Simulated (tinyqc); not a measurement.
Inter-valley coupling by envelope functions against a chain of atomic planes: one step. One plane of added Ge, to first order. Two cases, with inputs chosen for the exercise.

Question. F_j is the envelope on plane j (sum F_j^2 = 1) and Dv the coupling of the two valleys, which split by 2|Dv|. A single plane has Fourier weight at all wavelengths: it adds dE xs F_j^2 to |Dv|, so the splitting is about 2 dE xs F_j^2 if this term rules, and the mean of the doublet rises by dE xs F_j^2.

Case 1.

Values chosen (out of a larger set: near those of the Delta valleys of silicon in a SiGe well; not measured data): dE = 0.52 eV (offset per unit Ge fraction); js = 43 (plane j of a Ge spike (the well starts at j = 30)); xs = 0.03 (Ge fraction added on that plane).

F_j^2 of the smooth well on that plane = 0.0451738

Case 2.

Values chosen (out of a larger set: near those of the Delta valleys of silicon in a SiGe well; not measured data): dE = 0.61 eV (offset per unit Ge fraction); js = 43 (plane j of a Ge spike (the well starts at j = 30)); xs = 0.16 (Ge fraction added on that plane).

F_j^2 of the smooth well on that plane = 0.0348749

Give: splitting; rise of the mean level.

Answer.

Case 1.

splitting = 1409 micro-eV
rise of the mean level = 0.705 meV

The chain with the spike gives 1373 micro-eV and a rise of 0.680 meV; the envelope solved with the spike gives 1366. First order is +3 % off.

Case 2.

splitting = 6808 micro-eV
rise of the mean level = 3.404 meV

The chain with the spike gives 4985 micro-eV and a rise of 2.497 meV; the envelope solved with the spike gives 4891. First order is +37 % off: the state draws back from the spike, which the envelope solved anew includes.

Computed by tinyqc, one run a case: `OMP_NUM_THREADS=1 python tinyqc.py N N+1 out.jsonl` with N = 1452610, 1452728; one thread of a shared Intel(R) Xeon(R) Processor @ 2.30GHz, about 0.1 s a run at most.
